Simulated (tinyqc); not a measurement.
# Inputs raised by 5 %, one at a time

Model: two coupled magnetic layers: synthetic antiferromagnet, spin flop, exchange bias and magnetoresistance. Computed by tinyqc, a small Python program. Command: `OMP_NUM_THREADS=1 python tinyqc.py 3020339 3020340 out.jsonl saf sens`. One thread of a shared host (Intel(R) Xeon(R) Processor @ 2.30GHz), about 1 s of CPU time with the checks.

Moments lie in the plane at the angles p1, p2 from the field. Energy per area: E = J1 cos(p1 - p2) + J2 cos^2(p1 - p2) - B M_s (t1 cos p1 + t2 cos p2) + K (t1 sin^2 p1 + t2 sin^2 p2).

Inputs (values chosen for the exercise, for a model stack):
```
quantity,value,unit
saturation magnetisation M_s,945,kA/m
thickness t1,4.5,nm
thickness t2,4.5,nm
antiferromagnetic coupling J1,0.31,mJ/m^2
biquadratic coupling J2,0,mJ/m^2
in-plane anisotropy K,2.5,kJ/m^3
field over the saturation field,0.53,-
```

Field direction: along the easy axis.

Method:
- The parallel state is stable while the Hessian at p1 = p2 = 0 is positive: with c = J1 + 2 J2 and u = B M_s + 2K, (u t1 - c)(u t2 - c) > c^2, so B_sat M_s = c (1/t1 + 1/t2) - 2K. B_K = 2K/M_s.
- With p1 = 0, p2 = 180 degrees and c2 = J1 - 2 J2 the Hessian is [[c2 + t1 (2K + b), -c2], [-c2, c2 + t2 (2K - b)]], b = B M_s; its determinant vanishes at the positive root of t1 t2 b^2 - c2 (t1 - t2) b - [2K c2 (t1 + t2) + 4 K^2 t1 t2] = 0.
- The lowest minimum of E over both angles (from five starts; of two mirror images the one with p1 >= 0, and for equal layers |p1| <= |p2|).

Runs:
```
input moved,from,to,saturation field B_sat (mT),stability limit B_sf of the antiparallel state (mT),m/m_sat along B,energy (mJ/m^2)
base run,-,-,140.51,28.274,0.53000,-0.45534
saturation magnetisation M_s (kA/m),945,992.25,133.81,26.927,0.53000,-0.45534
thickness t1 (nm),4.5,4.725,137.03,29.737,0.52983,-0.45512
thickness t2 (nm),4.5,4.725,137.03,26.265,0.52983,-0.45512
antiferromagnetic coupling J1 (mJ/m^2),0.31,0.3255,147.80,28.948,0.53000,-0.47955
in-plane anisotropy K (kJ/m^3),2.5,2.625,140.24,28.997,0.53000,-0.45390
field over the saturation field,0.53,0.5565,140.51,28.274,0.55650,-0.47254
```

Exponents ln(y'/y) / ln(x'/x):
```
input,saturation field B_sat,stability limit B_sf of the antiparallel state,m/m_sat along B,energy
saturation magnetisation M_s,-1.000,-1.000,0.000,0.000
thickness t1,-0.513,1.034,-0.007,-0.010
thickness t2,-0.513,-1.510,-0.007,-0.010
antiferromagnetic coupling J1,1.037,0.483,0.000,1.062
in-plane anisotropy K,-0.039,0.518,0.000,-0.065
field over the saturation field,0.000,0.000,1.000,0.760
```

Which inputs matter most for each result?

Among the inputs moved here: saturation field B_sat answers most in size to antiferromagnetic coupling J1 (exponent +1.037), next to saturation magnetisation M_s (-1.000); its exponent is below 0.0005 for field over the saturation field. Its exponent -1.000 in saturation magnetisation M_s: energy per area over moment per area. Its exponent +1.037 in antiferromagnetic coupling J1: coupling rules over anisotropy. Stability limit B_sf of the antiparallel state answers most in size to thickness t2 (exponent -1.510), next to thickness t1 (+1.034); its exponent is below 0.0005 for field over the saturation field. Its exponent +0.483 in antiferromagnetic coupling J1: the geometric mean of coupling and anisotropy. Its exponent +0.518 in in-plane anisotropy K: the geometric mean of coupling and anisotropy. m/m_sat along B answers most in size to field over the saturation field (exponent +1.000), next to thickness t1 (-0.007); its exponent is below 0.0005 for saturation magnetisation M_s, antiferromagnetic coupling J1, in-plane anisotropy K. energy answers most in size to antiferromagnetic coupling J1 (exponent +1.062), next to field over the saturation field (+0.760); its exponent is below 0.0005 for saturation magnetisation M_s.
